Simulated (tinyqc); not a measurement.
Changing the temperature T: scattering of inversion-layer electrons by surface optical phonons of the gate insulator (remote phonon scattering). Computed by tinyqc, a small Python program. Command: `OMP_NUM_THREADS=1 python tinyqc.py 3110344 3110345 out.jsonl sophonon sweep`. One thread of a shared host (Intel(R) Xeon(R) Processor @ 2.30GHz), about 0.03 s of CPU time with the checks.

One subband with the Fang-Howard envelope; insulator and channel are half-spaces, the gate is far away, and an interlayer only moves the polar surface away by t (its own modes and its permittivity contrast are left out).

Inputs (values chosen for the exercise, modelled on AlN on In0.53Ga0.47As):

| quantity | value | unit |
|---|---|---|
| static constant of the insulator eps_0s | 9.13 | - |
| intermediate constant eps_i | 7.33 | - |
| optical constant eps_inf | 4.76 | - |
| hbar omega_TO1 | 83 | meV |
| hbar omega_TO2 | 86 | meV |
| constant of the channel eps_s | 13.9 | - |
| in-plane mass m | 0.042 | m_0 |
| valleys g_v | 1 | - |
| sheet density n | 8.7e+11 | 1/cm^2 |
| mean distance of the electrons z0 = 3/b | 2.6 | nm |
| interlayer thickness t | 0.64 | nm |
| mobility from other processes | 1320 | cm^2/(V s) |

Screening by the channel electrons: static.

Constants: k_B = 8.617333262e-05 eV/K; hbar^2/(2 m_0) = 3.80998212 eV angstrom^2; e^2/(4 pi eps_0) = 14.39964548 eV angstrom; hbar = 6.582119569e-16 eV s; e = 1.602176634e-19 C; m_0 = 9.1093837015e-31 kg.

Method:
- eps(w) = eps_inf + (eps_0s - eps_i) w1^2/(w1^2 - w^2) + (eps_i - eps_inf) w2^2/(w2^2 - w^2). Surface modes solve eps(w) + eps_s = 0, a quadratic in w^2; the strength of a mode is g = 2/(w d eps/dw).
- Occupation N = 1/(exp(hbar w/(k_B T)) - 1).
- Density of states D = g_v m/(pi hbar^2); eta = E_F/(k_B T) = ln(exp(n/(D k_B T)) - 1); screening wave number q_s = e^2 D/(2 eps_0 eps_avg) x 1/(1 + exp(-eta)), eps_avg = (eps_s + eps_inf)/2; b = 3/z0.
- For a mode of strength g, without the occupation factor, Area x |M(q)|^2 = e^2 hbar w g/(2 eps_0 q) x (b/(b + q))^6 exp(-2 q t) / (1 + (q_s/q) H(q))^2, H = (1 + 9 x/8 + 3 x^2/8)/(1 + x)^3, x = q/b.
- Approximate momentum relaxation rate, taking tau v alike in the initial and final states: 1/tau = (m/(2 pi hbar^3)) sum over modes and over absorption (N, E' = E + hbar w) and emission (N + 1, E' = E - hbar w > 0) of [(1 - f(E'))/(1 - f(E))] int_0^(2 pi) Area |M(q)|^2 (1 - cos theta) d theta, q^2 = k^2 + k'^2 - 2 k k' cos theta, f the Fermi function; 48 midpoints in theta from 0 to pi.
- mu = (e/m) int tau E f (1 - f) dE/(k_B T int f dE), by 300 midpoints from 0 to (max(eta, 0) + 14) k_B T; Matthiessen sum with the other processes.

One run for each value:

| temperature T (K) | remote-phonon mobility (cm^2/(V s)) | total mobility (cm^2/(V s)) | eta |
|---|---|---|---|
| 120 | 3.8070e+08 | 1320.0 | 4.7870 |
| 165 | 3.0335e+07 | 1319.9 | 3.4565 |
| 210 | 6.8187e+06 | 1319.7 | 2.6735 |
| 255 | 2.4808e+06 | 1319.3 | 2.1460 |
| 345 | 6.8860e+05 | 1317.5 | 1.4589 |
| 390 | 4.3389e+05 | 1316.0 | 1.2159 |
| 435 | 3.0921e+05 | 1314.4 | 1.0131 |
| 480 | 2.3563e+05 | 1312.6 | 0.8399 |

Give the missing row, temperature T (K) = 300.

Computed row:
```
temperature T (K)  remote-phonon mobility (cm^2/(V s))  total mobility (cm^2/(V s))     eta
300                                         1.2035e+06                       1318.6  1.7593
```

Interpolating between the two neighbouring rows (linearly) misses most in remote-phonon mobility (cm^2/(V s)), by 32 %. Over the rows, remote-phonon mobility (cm^2/(V s)) falls from 3.81e8 to 236000 (exponent d ln y / d ln x -7.9 between the first rows and -2.8 between the last); total mobility (cm^2/(V s)) falls from 1320 to 1313; eta falls from 4.79 to 0.840 (exponent d ln y / d ln x -1.0 between the first rows and -1.9 between the last).

Caution (all rows): a relaxation time is only an approximation for inelastic scattering, and static or no screening brackets the true dynamic screening only roughly.
